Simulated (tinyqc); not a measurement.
## Composition from the perpendicular lattice constant

Inverse problem. The layer is x parts of the first compound and 1 - x of the second, grown coherently on the third as substrate and barrier. Rows of the table: lattice constant a, average valence level Ea on an absolute scale, spin-orbit splitting so, gaps at Gamma, X and L, hydrostatic deformation potentials av and ac (Gamma), shear potential b, elastic constants, electron and heavy-hole (along z) masses. All are interpolated linearly in x; gaps get -C x (1 - x), taken wholly in the conduction band; real line-ups can differ from this model by 0.1 eV or more. In-plane strain e = (a_substrate - a)/a, e_z = -2 (c12/c11) e, volume change 2 e + e_z. X-ray diffraction gives a_z = a (1 + e_z) of the coherent layer. Find x, e and the relaxed Gamma gap.

Inputs (values chosen for the exercise): bowing of the Gamma gap CG = 0.477 eV; bowing of the X gap CX = 1.4 eV; bowing of the L gap CL = 0.33 eV.

Binary compounds, values chosen for the exercise:

|  | close to InAs | close to GaAs | close to InP |
|---|---|---|---|
| a (angstrom) | 6.058 | 5.653 | 5.869 |
| Ea (eV) | -6.67 | -6.92 | -7.04 |
| so (eV) | 0.382 | 0.343 | 0.11 |
| EG (eV) | 0.351 | 1.43 | 1.35 |
| EX (eV) | 1.36 | 1.9 | 2.2 |
| EL (eV) | 1.06 | 1.73 | 1.91 |
| av (eV) | 1 | 1.15 | 1.25 |
| ac (eV) | -5.14 | -7.08 | -5.09 |
| b (eV) | -1.77 | -1.72 | -1.69 |
| c11 (GPa) | 82.3 | 118 | 99.7 |
| c12 (GPa) | 45.7 | 54.1 | 56.7 |
| me (m0) | 0.0227 | 0.0675 | 0.079 |
| mh (m0) | 0.326 | 0.345 | 0.532 |

lattice constant along the growth direction = 6.04022573 angstrom

Answer. a_z changes steadily with x, about (1 + 2 c12/c11) times as fast as the relaxed lattice constant, so one composition matches.

x = 0.740
e = -1.41 %
relaxed Gamma gap = 0.540 eV

Program tinyqc, `OMP_NUM_THREADS=1 python tinyqc.py 2690024 2690025 out.jsonl`; Intel Xeon 2.30GHz, shared host, one thread, about 0.01 s.
